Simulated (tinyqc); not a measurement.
Errors against cell size: correction of a charged-defect supercell by a model charge and potential alignment (plane-averaged potentials). Computed by tinyqc, a small Python program. Command: `OMP_NUM_THREADS=1 python tinyqc.py 3113091 3113092 out.jsonl align walk`. One thread of a shared host (Intel(R) Xeon(R) Processor @ 2.30GHz), about 0.01 s of CPU time with the checks.

The "true" defect charge is (1 - x) q in a Gaussian of width sigma plus x q in one of width sigma_t, so the exact answer is known; the correction sees only a single model Gaussian of width sigma_m. A Gaussian of width s has the transform rho(G) = exp(-G^2 s^2/2), normalised to 1. A uniform background cancels q, so G = 0 is left out. Potentials are those felt by a unit positive charge. E_0 is the formation energy of the isolated defect, E_cell its value in the supercell, E_lat = E_iso - E_per of the model charge, C the true less the model potential far from the defect; the exact correction is E_0 - E_cell, and the error of a scheme is E_cell plus its correction less E_0.

Inputs (values chosen for the exercise, with screening close to that of HfO2):

| quantity | value | unit |
|---|---|---|
| defect charge q | -3 | e |
| dielectric constant eps | 22.5 | - |
| edge of the cubic cell L | 12.3 | angstrom |
| width sigma of the true defect charge | 1.1 | angstrom |
| width sigma_m of the model charge | 0.98 | angstrom |
| share x of the charge in a wide tail | 0.053 | - |
| width sigma_t of the tail | 1.8 | angstrom |

Constants: e^2/(4 pi eps_0) = 14.39964548 eV angstrom.

Method:
- Periodic energy E_per = (2 pi q^2/(eps L^3)) (e^2/(4 pi eps_0)) sum_(G != 0) rho(G)^2/G^2, G = (2 pi/L)(n1, n2, n3), |n_i| <= 16. Isolated energy: two Gaussians of charges q_a, q_b and widths a, b interact by q_a q_b (e^2/(4 pi eps_0 eps)) sqrt(2/pi)/sqrt(a^2 + b^2), and the self-energy is half the sum over pairs.
- Plane-averaged potential at distance z from the defect: V(z) = (4 pi q/(eps L^3)) (e^2/(4 pi eps_0 e)) sum_(m != 0) rho(G_m) cos(G_m z)/G_m^2, G_m = 2 pi m/L, |m| <= 40.
- Schemes: none; point-charge term alpha q^2 e^2/(4 pi eps_0 eps 2 L), alpha = 2.837297; E_lat of the model; E_lat - q C with C at z = L/2.

Error against E_0 (meV):

| L (angstrom) | none | point charge | model charge | model and alignment |
|---|---|---|---|---|
| 8.61 | -874.34 | 74.694 | 20.239 | 0.52554 |
| 10.50 | -737.02 | 41.191 | 11.166 | 0.06401 |
| 12.30 | -638.70 | 25.624 | 6.947 | 0.00741 |
| 14.80 | -537.40 | 14.709 | 3.988 | 0.00027 |
| 18.50 | -434.16 | 7.531 | 2.042 | 0.00000 |

What follows from these numbers?

Between the last two rows the uncorrected error scales as L^-0.96 and the point-charge remainder as L^-3.00. With alignment the error is +0.5 meV in the smallest cell and 0.00 meV in the largest.

Extremes, crossings and ranges named in words are read from the listed rows.
